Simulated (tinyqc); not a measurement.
CID on RHF in the sto-3g basis, for B+, spin multiplicity 1, step by step. One step of it, computed by the program tinyqc.

Problem. Integrals over molecular orbitals. (pq|rs) = sum C_ip C_jq C_kr C_ls (ij|kl), one index at a time.

coefficients C:
```
             MO1        MO2       MO3       MO4       MO5
1B 1s   0.993693  -0.301304  0.000000  0.000000  0.000000
1B 2s   0.022541   1.038125  0.000000  0.000000  0.000000
1B 2px  0.000000   0.000000  1.000000  0.000000  0.000000
1B 2py  0.000000   0.000000  0.000000  1.000000  0.000000
1B 2pz  0.000000   0.000000  0.000000  0.000000  1.000000
```

core Hamiltonian H = T + V (hartree), lower triangle:
```
             1B 1s      1B 2s     1B 2px     1B 2py     1B 2pz
1B 1s   -12.321086
1B 2s    -3.187330  -3.412465
1B 2px    0.000000   0.000000  -2.617559
1B 2py    0.000000   0.000000   0.000000  -2.617559
1B 2pz    0.000000   0.000000   0.000000   0.000000  -2.617559
```

Two-electron integrals (ij|kl) in chemists' order, unique and non-zero (hartree):
```
(11|11) 2.923513   (21|11) 0.518376   (21|21) 0.109262   (22|11) 0.744229
(22|21) 0.193177   (22|22) 0.544804   (31|31) 0.020264   (32|31) 0.029996
(32|32) 0.120346   (33|11) 0.742491   (33|21) 0.193240   (33|22) 0.544682
(33|33) 0.586773   (41|41) 0.020264   (42|41) 0.029996   (42|42) 0.120346
(43|43) 0.031630   (44|11) 0.742491   (44|21) 0.193240   (44|22) 0.544682
(44|33) 0.523513   (44|44) 0.586773   (51|51) 0.020264   (52|51) 0.029996
(52|52) 0.120346   (53|53) 0.031630   (54|54) 0.031630   (55|11) 0.742491
(55|21) 0.193240   (55|22) 0.544682   (55|33) 0.523513   (55|44) 0.523513
(55|55) 0.586773
```

Give: one-electron integrals over orbitals h = C^T H C; Two-electron integrals over orbitals.

Solution.

one-electron integrals over orbitals h = C^T H C (hartree), lower triangle:
```
         1       2       3       4       5
1  -12.311
2    0.343  -2.802
3    0.000   0.000  -2.618
4    0.000   0.000   0.000  -2.618
5    0.000   0.000   0.000   0.000  -2.618
```

Two-electron integrals over orbitals (pq|rs), unique and non-zero (hartree):
```
(11|11) 2.897    (21|11) -0.324   (21|21) 0.058    (22|11) 0.742
(22|21) -0.018   (22|22) 0.526    (31|31) 0.021    (32|31) 0.027
(32|32) 0.113    (33|11) 0.742    (33|21) -0.012   (33|22) 0.534
(33|33) 0.587    (41|41) 0.021    (42|41) 0.027    (42|42) 0.113
(43|43) 0.032    (44|11) 0.742    (44|21) -0.012   (44|22) 0.534
(44|33) 0.524    (44|44) 0.587    (51|51) 0.021    (52|51) 0.027
(52|52) 0.113    (53|53) 0.032    (54|54) 0.032    (55|11) 0.742
(55|21) -0.012   (55|22) 0.534    (55|33) 0.524    (55|44) 0.524
(55|55) 0.587
```
